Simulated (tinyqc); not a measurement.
Van der Pauw, Hall and four-point-probe measurements on a doped layer: one step of the calculation.

A uniform n-type layer with sheet resistance Rs = 1/(q ns mu), point contacts, low field (mu B small).

Problem. Sheet density, mobility and bulk values. Rs = 1/z; Hall sheet density B I/(q |VH|); Hall mobility |VH|/(Rs B I); true values ns = rH times the Hall density, mu = Hall mobility/rH; bulk density ns/t, resistivity Rs t; correction factor F = Rs/[(pi/ln 2)(RA + RB)/2].

Inputs (values chosen for the exercise): Hall factor rH = 1.1; magnetic field B = 0.55 T; current I = 10 uA; thickness of the layer t = 390 nm.

Constants: q = 1.602176634e-19 C. Results are converted to the units shown.

converged z = 48.065299 mS
VH = -0.0015104452 mV
RA = 2.5226579 ohm
RB = 7.6130046 ohm

Find: Rs; Hall sheet density; Hall mobility; ns; mu; bulk density; resistivity; F.

Solution.

Rs = 20.805 ohm/square
Hall sheet density = 2.2727e15 cm^-2
Hall mobility = 132.00 cm^2/(V s)
ns = 2.5000e15 cm^-2
mu = 120.00 cm^2/(V s)
bulk density = 6.4103e19 cm^-3
resistivity = 8.1140e-4 ohm cm
F = 0.90578

Program tinyqc, `OMP_NUM_THREADS=1 python tinyqc.py 2850196 2850197 out.jsonl`; Intel Xeon 2.30GHz, shared host, one thread, about 0.01 s.
